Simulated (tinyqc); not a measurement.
Oxidation of curved silicon (wires and holes): cylindrical Deal-Grove kinetics with stress-retarded reaction: one step, computed by the program tinyqc. Command: `OMP_NUM_THREADS=1 python tinyqc.py 3015331 3015332 out.jsonl wireox walk`. One thread of a shared host (Intel(R) Xeon(R) Processor @ 2.30GHz), about 0.01 s of CPU time with the checks.

Silicon fills r > a and oxide b < r < a. One volume of silicon gives 2.25 volumes of oxide, and the length is fixed.

Task: Rate at the start. Geometry: b^2 = b0^2 - 1.25 (a^2 - a0^2), b0 = a0 - x_i. Rate of oxide made per interface area: q = 1/[1/k + 2 a |ln(b/a)|/B], and |da/dt| = q/2.25. Reaction k = (B/A) exp(-sigma V_k/(k_B T)). New oxide pushes the old with radial speed u = 1.25 |da/dt| at r = a; the shear stress at radius r is s_c asinh(z a^2/r^2), z = 2 eta u/(a s_c) (Eyring flow), and the compressive normal stress at the interface is sigma = |int_a^b 2 s/r dr| = s_c |F(z) - F(z a^2/b^2)|, F(y) = int_0^y asinh(w)/w dw. q and sigma are solved together. 1 MPa angstrom^3 = 6.241509e-6 eV.

Inputs (values chosen for the exercise, close to those used for silicon in dry oxygen): starting silicon radius a0 = 9.7 nm; starting oxide x_i = 3 nm; critical shear stress s_c = 95 MPa; activation volume V_k = 7.7 angstrom^3; temperature T = 900 C.

Shape: hole (concave).

B = 4552.295 nm^2/h

B/A = 8.966762 nm/h

low-stress viscosity eta = 1.255894e+16 Pa s

k_B T = 0.1010942 eV

Give: oxide radius b0; rate q without stress; normal stress sigma; factor on the reaction; rate q with stress.

Result:

oxide radius b0 = 6.7 nm

rate q without stress = 8.8417 nm/h

normal stress sigma = 788.56 MPa

factor on the reaction = 0.68737

rate q with stress = 6.1042 nm/h
